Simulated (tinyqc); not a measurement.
Lateral field, substrate current, probability of reaching the oxide barrier and hot-carrier lifetime of a silicon transistor (pseudo-two-dimensional and lucky-electron models): one step, computed by the program tinyqc. Command: `OMP_NUM_THREADS=1 python tinyqc.py 3005577 3005578 out.jsonl hotcar walk`. One thread of a shared host (Intel(R) Xeon(R) Processor @ 2.30GHz), about 0.01 s of CPU time with the checks.

Local-field models: a lucky carrier gains its energy at the peak field over a path free of collisions. Voltages are magnitudes.

Problem. Hot-carrier currents and lifetime. C_ox = 3.9 eps_0/t; F_sat = 2 v_s/mu; V_Dsat = V_ov F_sat L/(V_ov + F_sat L), V_ov = V_G - V_T; I_D/W = C_ox v_s (V_ov - V_Dsat). Scale length l = 0.22 t^(1/3) x_j^(1/2) (all in cm); F_m = sqrt(((V_D - V_Dsat)/l_e)^2 + F_sat^2), with l_e = l; length of the velocity-saturated region l_e ln((V_D - V_Dsat)/(l_e F_sat) + F_m/F_sat). Substrate current I_sub/I_D = (A_i/B_i)(V_D - V_Dsat) exp(-B_i/F_m); probability of reaching the oxide barrier exp(-phi_b/(e lambda F_m)); lifetime tau = (H/(I_D/W)) exp(phi_it/(e lambda F_m)).

Inputs (values chosen for the exercise, modelled on a silicon p-channel):
```
quantity,value,unit
channel length L,1900,nm
oxide thickness t,50,nm
junction depth x_j,480,nm
mobility mu,110,cm^2/(V s)
saturation velocity v_s,0.74,1e7 cm/s
threshold voltage V_T,0.69,V
gate voltage V_G,7.4,V
drain voltage V_D,12,V
ionisation prefactor A_i,8.9e+06,1/cm
ionisation field B_i,3.64,MV/cm
hot-carrier mean free path lambda,5.4,nm
oxide barrier phi_b,4.6,eV
interface-trap threshold phi_it,4.5,eV
lifetime constant H,40,s microampere/micrometre
```

Drain: abrupt.

Constants: eps_0 = 8.8541878128e-12 F/m.

Give: I_sub/I_D; substrate current I_sub/W; probability of reaching phi_b; lifetime tau; exponent m = phi_it/(e lambda B_i).

Solution.

I_sub/I_D = 5.6943e-05

substrate current I_sub/W = 0.0040599 microampere/micrometre

probability of reaching phi_b = 1.6866e-13

lifetime tau = 1.7551e+12 s

exponent m = phi_it/(e lambda B_i) = 2.2894

Since both exponentials depend on 1/F_m, tau I_D scales about as (I_sub/I_D)^(-m) with m = 2.29, which lets I_sub serve as the monitor. The lifetime is 5560 times ten years (3.156e8 s).
